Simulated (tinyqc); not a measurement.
Hole mobility in a silicon inversion layer, empirical terms and Matthiessen rule: one step of the calculation.

Inversion layer of sheet density Ns on a uniformly doped body. The mobility terms are empirical power laws with prefactors chosen for the exercise; adding their inverses (Matthiessen) is itself an approximation.

Task. Inversion density for the measured current. I = (W/L) q Ns mu Vd. E = q (Ndep + eta Ns)/(eps0 eps_r) in MV/cm. With t = T/(300 K): muC = Ac (Ns/1e12 cm^-2) t/(Nb/1e17 cm^-3 + Nit/1e11 cm^-2), muP = Ap E^(-1/3) t^(-1.75), muS = As E^(-gs); 1/mu is the sum of the inverses. Ns(new) = I/((W/L) q mu Vd).

Parameters, values chosen for the exercise; material values close to those of silicon:
- T = 293 K (temperature)
- eps_r = 11.5 (relative permittivity of the semiconductor)
- Nb = 7.8e16 cm^-3 (body doping)
- eta = 0.3333 (weight of the inversion charge in the effective field)
- Ap = 121 cm^2/(V s) (phonon-limited mobility at 1 MV/cm and 300 K)
- As = 478 cm^2/(V s) (roughness-limited mobility at 1 MV/cm)
- gs = 1 (exponent of the roughness term)
- Ac = 1900 cm^2/(V s) (Coulomb prefactor)
- Nit = 2.6e10 cm^-2 (charge at the interface)
- WL = 5 (ratio W/L)
- Vd = 0.01 V (drain voltage)
- I = 4.14 uA (measured linear current)

Constants: q = 1.602176634e-19 C, eps0 = 8.8541878128e-14 F/cm where lengths are in cm. Results are converted to the units shown.

Ns at the start = 2.2e12 cm^-2
Ndep = 9.0526020e11 cm^-2

Give: E; mu; Ns after iteration 1.

Result.

E = 0.2578 MV/cm
mu = 171.2 cm^2/(V s)
Ns after iteration 1 = 3.019e12 cm^-2

Numbers from tinyqc (`OMP_NUM_THREADS=1 python tinyqc.py 2510025 2510026 out.jsonl`; about 0.01 s on one thread of a shared Intel Xeon 2.30GHz).
